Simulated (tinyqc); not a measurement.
# Worked calculation: quarter-wave Bragg mirror and the threshold of a vertical cavity

tinyqc, about 0.01 s, one thread, Intel Xeon 2.30GHz (shared host): `OMP_NUM_THREADS=1 python tinyqc.py 2650032 2650033 out.jsonl` Printed values are rounded.

N pairs of lossless layers, each a quarter wave thick at lam, in the order nL, nH from the incident medium n0 to the exit medium ns; normal incidence, no dispersion. At wavelength lam + dw each layer has the phase d = (pi/2) lam/(lam + dw) and the matrix [[cos d, i sin d/n], [i n sin d, cos d]].

Parameters, values chosen for the exercise; indices close to those of AlGaAs of two compositions:
```
symbol,value,unit,meaning
lam,850,nm,design wavelength
nH,3.516,,high index
nL,3.037,,low index
N,32,,number of pairs
n0,3.545,,index of the incident medium
ns,3.506,,index of the exit medium
dw,-16,nm,detuning of the light
Tb,0.036,%,transmission of the back mirror
Lc,1.5,wavelengths,optical thickness of the cavity
ai,15,1/cm,internal loss
da,16,nm,total thickness of the wells
Gr,1.7,,standing-wave enhancement
```

## Thicknesses, peak reflectance and stop band

At the design wavelength Y = ns (nL/nH)^(2 N), T0 = 4 n0 Y/(n0 + Y)^2; stop band, to first order in its width, (4 lam/pi) arcsin((nH - nL)/(nH + nL)); layer thicknesses lam/(4 n).

thickness of the high-index layer = 60.4380 nm
thickness of the low-index layer = 69.9704 nm
Y = 2.97955e-4
T0 = 0.0336141 %
stop band = 79.1793 nm

Each further pair divides T0 by about (nH/nL)^2 = 1.34.

## Matrix of one pair

The product of the two layer matrices in the order met by the light.

M of one pair:
```
                   1                  2
1  -1.15576+0.00000i   0.00000-0.01848i
2   0.00000-0.19736i  -0.86207+0.00000i
```

## Matrix of the stack

M = (M of one pair)^N.

M:
```
                 1                2
1  75.0301+0.0000i   0.0000+4.9395i
2  0.0000+52.7439i  -3.4590+0.0000i
```

## Reflection at the detuned wavelength

B = M11 + M12 ns, C = M21 + M22 ns; r = (n0 B - C)/(n0 B + C), T = 4 n0 ns/|n0 B + C|^2, R = |r|^2 = 1 - T.

r = 0.924062-0.381402i
T = 0.0641742 %
phase of r against its value at dw = 0 = -0.391445 rad

T is 1.91 times its value at the design wavelength.

## Threshold gain with this stack as output mirror

Penetration depth Lp = lam/(4 (nH - nL)), Leff = Lc lam/nH + 2 Lp, mirror loss per pass m = -ln[(1 - T0)(1 - Tb)]/2, threshold gain (ai Leff + m)/(Gr da), share of the light through this mirror (T0/2)/(ai Leff + m).

Lp = 443.633 nm
Leff = 1249.89 nm
m = 3.48131e-4
threshold gain = 817.269 1/cm
output share = 0.0756063
